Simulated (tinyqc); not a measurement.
Leaving out one process at a time: Debye-Callaway model of lattice thermal conductivity. Computed by tinyqc, a small Python program. Command: `OMP_NUM_THREADS=1 python tinyqc.py 3020046 3020047 out.jsonl callaway walk`. One thread of a shared host (Intel(R) Xeon(R) Processor @ 2.30GHz), about 0.01 s of CPU time with the checks.

Three acoustic branches with one velocity v, cut at omega_D = k_B Theta/hbar; x = hbar omega/(k_B T). v and Theta are separate inputs: Theta cuts off the heat-carrying modes, so C need not reach 3 k_B/V. gamma is an effective value that sets the umklapp rate. Heat flows along the film.

Inputs (values chosen for the exercise, for a model crystal):

| quantity | value | unit |
|---|---|---|
| sound velocity v | 3830 | m/s |
| Debye temperature Theta | 316 | K |
| volume per atom V | 32.6 | angstrom^3 |
| mean atomic mass M | 116 | u |
| effective Grueneisen parameter gamma | 0.941 | - |
| umklapp exponent divisor b | 3 | - |
| mass variance Gamma | 4.1e-05 | - |
| film thickness t | 4.6 | micrometre |
| specularity p | 0.8 | - |
| temperature T | 400 | K |

Sample: film. Point defects: isotopes. Normal processes: left out.

Constants: k_B = 1.380649e-23 J/K; hbar = 1.054571817e-34 J s; u = 1.6605390666e-27 kg.

Method:
- Gamma is given directly by the isotope mixture. A = V Gamma/(4 pi v^3).
- Rates: point defects A omega^4; umklapp B omega^2 T exp(-Theta/(b T)) with B = hbar gamma^2/(M v^2 Theta). Film: the bulk time tau of each mode, from the resistive rates above, is multiplied by the Fuchs-Sondheimer factor F = (3/2) int_0^1 (1 - u^2) [1 - (1 - p) (u/d) (1 - E)/(1 - p E)] du, with E = exp(-d/u), d = t/(v tau), by 48 Gauss-Legendre points in z with u = z^4; the boundary rate is defined as 1/(F tau) - 1/tau.
- kappa_1 = c int tau_C g dx, g = x^4 e^x/(e^x - 1)^2, c = (k_B/(2 pi^2 v)) (k_B T/hbar)^3, over 0 < x < min(Theta/T, 40), by 96 Gauss-Legendre points in s with x = x_max s^2; tau_C = tau_R, the inverse of the summed rates, and kappa = kappa_1.

Rayleigh coefficient A = 1.89319e-45 s^3

Conductivity at T:

| case | kappa (W/(m K)) | ratio to all |
|---|---|---|
| all processes | 212.10 | 1 |
| without point defects | 219.28 | 1.0338 |
| without boundaries | 223.79 | 1.0551 |

Removing boundaries raises kappa most, by a factor 1.06; removing point defects gives only 1.03. Without boundaries the long waves are held back only by the omega^2 umklapp rate.
